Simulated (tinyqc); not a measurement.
Gate-all-around wire, scale length and short-channel effects: two steps of the calculation.

A round wire of diameter ts in an insulator shell of thickness ti under a surrounding gate. Below threshold the potential that source and drain add obeys Laplace's equation and vanishes on the gate. Its lowest mode decays along the channel as exp(-k y); k is the smallest positive root of the matching condition at the interface, and the scale length is Lambda = pi/k.

Parameters, values chosen for the exercise; permittivities: semiconductor close to that of silicon, insulator close to that of zirconium oxide:
- T = 400 K (temperature)
- eps_r = 11.9 (relative permittivity of the semiconductor)
- ei = 23.9 (relative permittivity of the insulator)
- ti = 5.8 nm (insulator thickness)
- ts = 8.2 nm (wire diameter)
- L = 20 nm (channel length)
- Vbi = 0.87 V (potential of the source)
- sT = 0.72 V (potential of the barrier top at threshold)
- VTL = 0.49 V (long-channel threshold)
- m = 1 (long-channel body factor)
- Vds = 0.6 V (drain voltage)

Constants: q = 1.602176634e-19 C, kB = 1.380649e-23 J/K, Vt = kB T/q. Results are converted to the units shown.

Problem 1. Decay constant by Newton steps. f(k) = ei J0(u)[J1(u) Y0(v) - Y1(u) J0(v)] - eps_r J1(u)[J0(u) Y0(v) - Y0(u) J0(v)], u = k ts/2, v = u + k ti; f' by a central difference with +/- 1e-5 1/nm; k(new) = k - f/f'.

k after iteration 1 = 0.27329197 1/nm

Give: f; f'; k after iteration 2.

Solution 1.

f = 0.043714
f' = -54.679 nm
k after iteration 2 = 0.27409 1/nm

Problem 2. Threshold shift, barrier position and swing. Along the channel psi(y) = s + a exp(y/l) + b exp(-y/l) with psi(0) = Vbi, psi(L) = Vbi + Vds and l = 1/k = Lambda/pi; with A = Vbi - s, B = A + Vds, x = exp(-L/l): a = (B - A x) x/(1 - x^2), b = (A - B x)/(1 - x^2). The minimum is s + 2 sqrt(a b), at y = (l/2) ln(b/a). The long-channel potential follows the gate as s = sT + (Vg - VTL)/m, and the threshold VT is the gate voltage at which the minimum equals sT. Swing = m Vt ln 10/g at threshold, g = d(minimum)/ds = 1 - (b x + a)/((1 + x) sqrt(a b)).

l = 3.6483616 nm

Find: s at threshold; a; b; position of the minimum; VT; swing.

Solution 2.

s at threshold = 0.66863 V
a = 0.0033314 V
b = 0.19804 V
position of the minimum = 7.4519 nm
VT = 0.43863 V
swing = 94.612 mV/decade

The threshold lies 51.4 mV below the long-channel value, and the barrier top sits at 0.37 L from the source.

tinyqc, about 0.01 s, one thread, Intel Xeon 2.30GHz (shared host): `OMP_NUM_THREADS=1 python tinyqc.py 2420162 2420163 out.jsonl`
